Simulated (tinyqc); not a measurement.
AlGaN/GaN HEMT with access regions, lumped model: one step of the calculation.

A polarisation-induced electron sheet under a Schottky gate, in series with two ungated access regions and contacts. Drift law v = mu E/(1 + mu E/vs) under the gate. Currents in mA/mm, resistances in ohm mm. No self-heating, no channel-length modulation; fits for polarisation, barrier and offset are chosen for the exercise.

Question. Polarisation charge, threshold and sheet resistance. sigma = (5e13 x + 1.6e13 x^2) cm^-2, phiB = 0.84 + 1.3 x, dEc = 0.7 (1.71 x + x^2) in volts, Cb = eps0 eps_r/d, VT = phiB - dEc - q sigma/Cb, access density n0 = -Cb VT/q. Rsh = 1/(q mu n0); largest access current q n0 vs.

Parameters, values chosen for the exercise; values close to those of AlGaN/GaN structures: aluminium share of the barrier x = 0.22; barrier thickness d = 18 nm; relative permittivity of barrier and channel eps_r = 9.5; channel mobility mu = 1800 cm^2/(V s); saturation velocity vs = 1e7 cm/s.

Constants: q = 1.602176634e-19 C, eps0 = 8.8541878128e-14 F/cm where lengths are in cm. Results are converted to the units shown.

Wanted: sigma; Cb; VT; n0; Rsh; q n0 vs.

Answer.

sigma = 1.1774e13 cm^-2
Cb = 0.46730 uF/cm^2
VT = -3.2081 V
n0 = 9.3571e12 cm^-2
Rsh = 370.57 ohm
q n0 vs = 1499.2 mA/mm

Program tinyqc, `OMP_NUM_THREADS=1 python tinyqc.py 2570125 2570126 out.jsonl`; Intel Xeon 2.30GHz, shared host, one thread, about 0.02 s.
